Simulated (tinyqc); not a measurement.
Speciation in dilute and buffered hydrofluoric acid, oxide etch rate and bath loading: one step, computed by the program tinyqc. Command: `OMP_NUM_THREADS=1 python tinyqc.py 3120674 3120675 out.jsonl hfetch walk`. One thread of a shared host (Intel(R) Xeon(R) Processor @ 2.30GHz), about 0.01 s of CPU time with the checks.

Concentrations stand for activities, NH4+ and Cl- are spectators, and water ionisation is neglected. H, F and HF2 denote the ions H+, F- and HF2-. The base temperature is 298 K.

Problem. Etch rate. Rate = k_a ([HF] + 2 [H2F2]) + k_b [HF2], an empirical two-term form. Time = oxide/rate; a temperature error changes the rate by exp((E_a/k_B)(1/298 - 1/(298 + error))) - 1.

Inputs (values chosen for the exercise, of the order of those for thermal oxide at room temperature): NH4F added = 1.8 mol/L; HCl added = 0 mol/L; rate constant of neutral HF k_a = 8.2 nm L/(min mol); rate constant of HF2 k_b = 52 nm L/(min mol); activation energy = 0.32 eV; temperature error = 0.77 K; oxide removed per wafer = 20 nm.

[HF] = 0.2506231 mol/L

[H2F2] = 0 mol/L

[HF2] = 0.9491602 mol/L

Constants: k_B = 8.617333262e-05 eV/K.

Give: etch rate; share of HF2 in the rate; etch time; rate change from the temperature error.

Solution.

etch rate = 51.41 nm/min

share of HF2 in the rate = 96.00 %

etch time = 23.34 s

rate change from the temperature error = 3.264 %

Caution: at ionic strengths above about 0.5 mol/L activities differ much from concentrations, so pH and rates are only indicative.
